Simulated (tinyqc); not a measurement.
Inside a calculation. Method: geometry optimisation on the RHF/sto-6g surface (energies and gradients from PySCF), for BeH2, spin multiplicity 1. Computed by tinyqc, a small Python program that keeps every step (integrals from PySCF). Settings: charge = 0, multiplicity = 1, basis = sto-6g, optimiser = bfgs, first Hessian = 0.3, largest step = 0.1, iteration cap = 30. Command: `OMP_NUM_THREADS=1 python tinyqc.py 24750 24751 out.jsonl` (the two numbers bound the seeds that draw the settings). One thread of a shared host (Intel(R) Xeon(R) Processor @ 2.60GHz), about 0.8 s of CPU time with the checks.

## Step 1: energy and gradient

positions at the start (bohr), order 1Be, 2H, 3H:
$$\begin{pmatrix}
0.04346 & -0.04724 & -0.06614 \\
0.08504 & 2.42830 & 0.27212 \\
0.01134 & -2.46798 & 0.30992
\end{pmatrix}$$

Self-consistent energy and analytic gradient at these positions.

energy = -15.7227267 hartree

gradient (hartree/bohr), order 1Be, 2H, 3H:
$$\begin{pmatrix}
-0.0003756 & -0.0108560 & -0.0175036 \\
0.0003373 & 0.0148057 & 0.0093734 \\
0.0000383 & -0.0039497 & 0.0081302
\end{pmatrix}$$

## Step 1: move

Quasi-Newton step p = -H^(-1) g (first H = 0.3 times the unit matrix); steps longer than 0.1 bohr are cut back.

positions after step 1 (bohr), order 1Be, 2H, 3H:
$$\begin{pmatrix}
0.04472 & -0.01106 & -0.00780 \\
0.08391 & 2.37895 & 0.24088 \\
0.01121 & -2.45482 & 0.28281
\end{pmatrix}$$

## Step 2: energy and gradient

As before.

energy = -15.7242571 hartree

gradient (hartree/bohr), order 1Be, 2H, 3H:
$$\begin{pmatrix}
0.0000662 & 0.0137401 & -0.0117590 \\
-0.0000362 & -0.0065130 & 0.0051753 \\
-0.0000300 & -0.0072271 & 0.0065837
\end{pmatrix}$$

## Step 2: move

inverse Hessian in use (bohr^2/hartree):
```
          1         2         3         4         5         6         7         8
1   3.33347  -0.01668   0.03187  -0.00016   0.00157  -0.01512   0.00003   0.01512
2  -0.01668   2.25879  -0.03396   0.01382   0.85313   0.07437   0.00287   0.22142
3   0.03187  -0.03396   6.01729  -0.03050  -0.94104  -1.34670  -0.00137   0.97499
4  -0.00016   0.01382  -0.03050   3.33351   0.00018   0.01459  -0.00002  -0.01400
5   0.00157   0.85313  -0.94104   0.00018   3.00498   0.42731  -0.00175  -0.52477
6  -0.01512   0.07437  -1.34670   0.01459   0.42731   4.00599   0.00053  -0.50168
7   0.00003   0.00287  -0.00137  -0.00002  -0.00175   0.00053   3.33333  -0.00112
8   0.01512   0.22142   0.97499  -0.01400  -0.52477  -0.50168  -0.00112   3.63669
9  -0.01675  -0.04041  -1.33726   0.01591   0.51373   0.67404   0.00083  -0.47332

          9
1  -0.01675
2  -0.04041
3  -1.33726
4   0.01591
5   0.51373
6   0.67404
7   0.00083
8  -0.47332
9   3.99655
```

Quasi-Newton step p = -H^(-1) g (the inverse Hessian comes from BFGS updates; coordinates in the order x, y, z of each atom); steps longer than 0.1 bohr are cut back (factor 0.854 here).

positions after step 2 (bohr), order 1Be, 2H, 3H:
$$\begin{pmatrix}
0.04531 & -0.03188 & 0.06726 \\
0.08331 & 2.36819 & 0.20428 \\
0.01123 & -2.42323 & 0.24436
\end{pmatrix}$$

## Convergence

Stop when the largest gradient component is below 3e-5 hartree/bohr. The inverse Hessian follows the BFGS update with s = step, y = change of gradient.

Course of the optimisation:
```
step  E (hartree)  largest gradient (hartree/bohr)
1     -15.7227267                         1.75e-02
2     -15.7242571                         1.37e-02
3     -15.7253156                         7.29e-03
4     -15.7258809                         4.55e-03
5     -15.7260150                         4.26e-04
6     -15.7260171                         9.75e-05
7     -15.7260172                         1.95e-05
```

Final distances (angstrom):
```
pair    distance
2H-1Be   1.28412
3H-1Be   1.28412
3H-2H    2.56824
```

Converged in 7 steps.
